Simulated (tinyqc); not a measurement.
# Two-diode model of a solar cell: effects of single changes

J is the current delivered and Vj = V + J Rs the junction voltage. J = X JL - J01 (exp(Vj/(n1 Vt)) - 1) - J02 (exp(Vj/(2 Vt)) - 1) - Vj/Rp. The photocurrent does not depend on voltage.

Inputs (values chosen for the exercise); values of the order met in cells of germanium: temperature T = 298.15 K; photocurrent at one sun JL = 41.4 mA/cm^2; concentration X = 0.3 suns; saturation current of the first diode J01 = 2.7e-7 A/cm^2; ideality factor of the first diode n1 = 1; series resistance Rs = 1.9 ohm cm^2; shunt resistance Rp = 6000 ohm cm^2; incident power at one sun Pin = 100 mW/cm^2; saturation current of the second diode (ideality 2) J02 = 4.2e-5 A/cm^2.

Constants: q = 1.602176634e-19 C, kB = 1.380649e-23 J/K, Vt = kB T/q. Results are converted to the units shown.

Each table varies one quantity; the others keep the values above.

## Effect of the saturation current of the second diode (ideality 2)

Jsc at V = 0, Voc at J = 0, the maximum power point where J (1 + 2 Rs G) = G Vj with G = -dJ/dVj; FF = Vmp Jmp/(Voc Jsc); efficiency Vmp Jmp/(X Pin). Empirical fill factor without parasitics FF0 = (v - ln(v + 0.72))/(v + 1), v = Voc/(n1 Vt).

Result of one run:
```
J02 (A/cm^2)  Jsc (mA/cm^2)  Voc (V)  Vmp (V)  Jmp (mA/cm^2)      FF  efficiency (%)     FF0
1e-5                  12.41   0.2713   0.1958          10.53  0.6122           6.871  0.7039
```

What becomes of these results when the saturation current of the second diode (ideality 2) J02 is changed from 1e-5 to 4e-6 A/cm^2, all else the same?

Result of the changed run:
```
J02 (A/cm^2)  Jsc (mA/cm^2)  Voc (V)  Vmp (V)  Jmp (mA/cm^2)      FF  efficiency (%)     FF0
4e-6                  12.41   0.2740   0.1992          10.71  0.6274           7.113  0.7057
```

The whole series:
```
J02 (A/cm^2)  Jsc (mA/cm^2)  Voc (V)  Vmp (V)  Jmp (mA/cm^2)      FF  efficiency (%)     FF0
1e-6                  12.42   0.2753   0.2010          10.81  0.6357           7.242  0.7067
4e-6                  12.41   0.2740   0.1992          10.71  0.6274           7.113  0.7057
1e-5                  12.41   0.2713   0.1958          10.53  0.6122           6.871  0.7039
4e-5                  12.39   0.2584   0.1799          9.897  0.5560           5.936  0.6946
0.0001                12.36   0.2359   0.1564          9.295  0.4987           4.846  0.6766
0.0004                12.19   0.1770   0.1086          8.269  0.4164           2.994  0.6160
0.001                 11.87   0.1332  0.07771          7.425  0.3652           1.923  0.5511
0.004                 10.52  0.07252  0.03909          5.802  0.2975          0.7561  0.4075
```

As J02 goes from 1e-6 to 0.004, Voc falls from 0.275 to 0.0725 V, FF falls from 0.636 to 0.297 and the efficiency falls from 7.24 to 0.756 %. Voc changes by -101 mV a decade between the last two rows and -2.20 mV between the first two. For J02 = 0.0001, 0.0004, 0.001, 0.004 v is below 10, outside the range of the formula for FF0.

## Effect of the concentration

Same model as above.

Result of one run:
```
X (suns)  Jsc (mA/cm^2)  Voc (V)  Vmp (V)  Jmp (mA/cm^2)       FF  efficiency (%)      FF0
80               219.17  0.41822  0.20912         109.59  0.25002         0.28647  0.77815
```

What becomes of these results when the concentration X is changed from 80 to 0.1 suns, all else the same?

Result of the changed run:
```
X (suns)  Jsc (mA/cm^2)  Voc (V)  Vmp (V)  Jmp (mA/cm^2)       FF  efficiency (%)      FF0
0.1              4.1317  0.21722  0.15029         3.1584  0.52892          4.7469  0.65980
```

The whole series:
```
X (suns)  Jsc (mA/cm^2)  Voc (V)   Vmp (V)  Jmp (mA/cm^2)       FF  efficiency (%)      FF0
0.01            0.41321  0.11719  0.072262        0.26647  0.39763          1.9255  0.52095
0.04             1.6528  0.17936   0.11978         1.1951  0.48286          3.5786  0.61893
0.1              4.1317  0.21722   0.15029         3.1584  0.52892          4.7469  0.65980
0.5              20.644  0.27471   0.18622         16.519  0.54240          6.1522  0.70624
2                81.836  0.31739   0.17537         56.411  0.38087          4.9463  0.73261
6                166.82  0.34865   0.17580         84.817  0.25637          2.4851  0.74883
20               196.92  0.38146   0.19085         98.533  0.25033         0.94024  0.76367
80               219.17  0.41822   0.20912         109.59  0.25002         0.28647  0.77815
300              238.02  0.45273   0.22637         119.01  0.25000        0.089799  0.79007
```

As X goes from 0.01 to 300, Voc rises from 0.117 to 0.453 V, FF goes from 0.398 through a maximum of 0.542 (at X = 0.5 among the rows listed) to 0.250 and the efficiency goes from 1.93 through a maximum of 6.15 (at X = 0.5 among the rows listed) to 0.0898 %. Voc gains 60.1 mV a decade at the top and 103 mV at the bottom (n1 Vt ln 10 = 59.2 mV). Past the optimum the loss in Rs, which grows as J^2, outruns the gain in Voc: at the best row X JL Rs = 1.5 n1 Vt. For X = 0.01, 0.04, 0.1 v is below 10, outside the range of the formula for FF0. For X = 6, 20, 80, 300 Rs Jsc exceeds half of Voc, so the series resistance shapes the curve and drives FF towards the 1/4 of a resistor.

Program tinyqc, `OMP_NUM_THREADS=1 python tinyqc.py 2280110 2280111 out.jsonl`; Intel Xeon 2.30GHz, shared host, one thread, about 0.01 s.
